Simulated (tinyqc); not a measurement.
Hubbard chain of 2 sites, step by step. One step of it, computed by the program tinyqc.

Question. Mean-field iteration 1. H(up) = T + U n(down), H(down) = T + U n(up); fill the lowest levels; n(new) = n + mixing (n(out) - n); E = tr T (rho up + rho down) + U sum n_up n_down of the output.

one-body matrix (hopping and site energies) (eV):
```
           1          2
1   0.000000  -1.470000
2  -1.470000   0.000000
```

U = 11.600000 eV

electrons, up and down: 1  1

mixing = 0.500000

n(up) at the start (a guess, not normalised): 1 0.500000, 2 0.500000

n(down) at the start (a guess): 1 0.500000, 2 0.500000

Give: levels, up; levels, down; energy; n(up) after iteration 1; n(down) after iteration 1.

Answer.

levels, up (eV): 4.3300  7.2700

levels, down (eV): 4.3300  7.2700

energy = 2.8600 eV

n(up) after iteration 1: 1 0.5000, 2 0.5000

n(down) after iteration 1: 1 0.5000, 2 0.5000
